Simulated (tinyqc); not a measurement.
# Resistance of a tapered via with liner, size effect and interface: what changes with what

A round via whose diameter grows from db at the bottom as D(z) = db + 2 z/tan(ang). The fill, of diameter D - 2 tl, starts above the bottom liner (thickness fb tl) and has rho = rho0 (1 + ks lam/(D - 2 tl)); the sidewall liner conducts in parallel with it. The bottom liner and the interface are crossed over the full area pi db^2/4. Spreading in the lines above and below is left out.

Values chosen for this exercise; fill metal close to tungsten:
- db = 32 nm (diameter at the bottom)
- hv = 59 nm (height)
- ang = 89 degrees (sidewall angle)
- rho0 = 5.17 uohm cm (bulk resistivity of the fill)
- lam = 15.4 nm (mean free path of the fill)
- ks = 1.4 (size-effect factor)
- tl = 1.7 nm (liner on the sidewall)
- fb = 1 (liner at the bottom over that on the sidewall)
- rl = 250 uohm cm (resistivity of the liner)
- ri = 3.1e-12 ohm cm^2 (interface resistivity at the bottom)
- Sb = 9.1e14 S/m^2 (ballistic conductance per area, about 3/(4 rho0 lam))
- rho2 = 6.05 uohm cm (bulk resistivity of the second fill (close to cobalt))
- lam2 = 11.9 nm (its mean free path)
- tl2 = 1.5 nm (its liner)

Each table varies one quantity; the others keep the values above.

## Via resistance against the diameter at the bottom

Slices between z0 = fb tl and hv, evaluated at their midpoints: conductance per length pi/4 [(D - 2 tl)^2/rho + (D^2 - (D - 2 tl)^2)/rl], slice resistance = slice height over that. 2000 slices. R_fill = sum of the slices; R_bottom = rl fb tl/(pi db^2/4); R_interface = ri/(pi db^2/4); ballistic (Sharvin) limit 1/(Sb pi (db - 2 tl)^2/4); ideal cylinder rho0 hv/(pi db^2/4).

Via resistance against the diameter at the bottom:
columns A: db (nm); B: R_fill (ohm); C: R_bottom (ohm); D: R_interface (ohm); E: R (ohm); F: ballistic limit (ohm); G: R over ideal cylinder; H: largest part
```
A          B        C         D       E        F       G             H
6     1514.1   150.31    10.964  1675.4   206.98  15.530          fill
8.3   448.20   78.549    5.7295  532.48   58.274  9.4450          fill
11    167.84   44.721    3.2620  215.83   24.224  6.7242          fill
16    51.035   21.138    1.5418  73.714   8.8131  4.8589          fill
22    20.211   11.180   0.81550  32.207   4.0443  4.0137          fill
30    8.7059   6.0125   0.43856  15.157   1.9774  3.5124          fill
42    3.6838   3.0676   0.22376  6.9752  0.93906  3.1681          fill
58    1.6837   1.6086   0.11733  3.4097  0.46934  2.9533          fill
80   0.79732  0.84551  0.061673  1.7045  0.23846  2.8088  bottom liner
```

What does the table show?

R falls from 1680 to 1.70 ohm. The fill is the largest part at db = 6, the bottom liner from 80 on. R goes as db^(-3.53) between the first two rows and db^(-2.16) between the last two; area alone gives -2.

## Via resistance against the sidewall angle

Same model as above.

2000 slices.

The same in every row: R_bottom (ohm) = 5.284; R_interface (ohm) = 0.3855; ballistic limit (ohm) = 1.711.

Via resistance against the sidewall angle:
```
ang (degrees)  R_fill (ohm)  R (ohm)  R over ideal cylinder  largest part
90                    8.014    13.68                  3.608          fill
89                    7.353    13.02                  3.434          fill
88                    6.787    12.46                  3.284          fill
87                    6.297    11.97                  3.155          fill
86                    5.869    11.54                  3.042          fill
84                    5.158    10.83                  2.855  bottom liner
82                    4.589    10.26                  2.705  bottom liner
```

R falls from 13.7 to 10.3 ohm. The fill is the largest part at ang = 90, the bottom liner from 84 on. The share of the two bottom terms goes from 41.4 to 55.3 %.

## Two fill metals against the diameter

2000 slices. R_fill = sum of the slices; R_bottom = rl fb tl/(pi db^2/4); R_interface = ri/(pi db^2/4). The second fill has rho2, lam2 and tl2 in place of rho0, lam and tl.

Results:
```
db (nm)  R, first fill (ohm)  R, second fill (ohm)  ratio second/first
6                       1675                  1332              0.7948
8.5                    491.6                 416.3              0.8469
12                     166.2                 149.1              0.8968
17                     62.64                 58.41              0.9325
24                     25.95                 24.81              0.9559
35                     10.57                 10.28              0.9724
49                     4.941                 4.851              0.9818
100                    1.063                 1.055              0.9928
```

Estimate the missing row, db = 70 nm.

Computed row:
```
db (nm)  R, first fill (ohm)  R, second fill (ohm)  ratio second/first
70                     2.269                 2.242              0.9885
```

With this row back in the table: The ratio goes from 0.795 to 0.993. The second fill gives the lower R in every row. Ratios within a few per cent of 1 are a tie, given that ballistic terms are left out.

Program tinyqc, `OMP_NUM_THREADS=1 python tinyqc.py 2750148 2750149 out.jsonl`; Intel Xeon 2.30GHz, shared host, one thread, about 0.01 s.
